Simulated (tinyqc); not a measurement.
## Pinning of the barrier by interface states

Cowley-Sze model with the space charge neglected: phiB = S (phiM - chi) + (1 - S)(Eg - phi0), S = 1/(1 + q Dit dl/(eps0 ei)), dl in cm.

Inputs (values chosen for the exercise); band and dielectric values close to those of silicon:
```
symbol  value  unit                                         meaning
Eg       1.14    eV                                        band gap
chi      4.04    eV                               electron affinity
dl        0.5    nm              thickness of the interfacial layer
ei        3.9        relative permittivity of the interfacial layer
phi0     0.43    eV            neutral level above the valence band
phiM     4.62    eV                             metal work function
```

Constants: q = 1.602176634e-19 C, eps0 = 8.8541878128e-14 F/cm where lengths are in cm. Results are converted to the units shown.

Result of one run:
```
S	phiB (eV)	change of phiB for 0.5 eV more work function (eV)
0.9977	0.5803	0.4988
```

Which density of interface states Dit gave this result: 1e11, 1e12, 3e12, 3e13 or 3e14 cm^-2 eV^-1?

Dit = 1e11 cm^-2 eV^-1.

The whole series:
```
Dit (cm^-2 eV^-1)	S	phiB (eV)	change of phiB for 0.5 eV more work function (eV)
1e11	0.9977	0.5803	0.4988
3e11	0.9931	0.5809	0.4965
1e12	0.9773	0.5829	0.4887
3e12	0.9349	0.5885	0.4675
1e13	0.8117	0.6045	0.4058
3e13	0.5896	0.6333	0.2948
1e14	0.3012	0.6708	0.1506
3e14	0.1256	0.6937	0.06282
1e15	0.04132	0.7046	0.02066
```

S falls from 0.998 to 0.0413, passing 1/2 at Dit = eps0 ei/(q dl) = 4.31e13 cm^-2 eV^-1. The barrier rises from 0.580 to 0.705 eV, from near the Schottky-Mott value phiM - chi = 0.580 eV towards the pinned value Eg - phi0 = 0.710 eV.

tinyqc, about 0.03 s, one thread, Intel Xeon 2.30GHz (shared host): `OMP_NUM_THREADS=1 python tinyqc.py 2020071 2020072 out.jsonl`
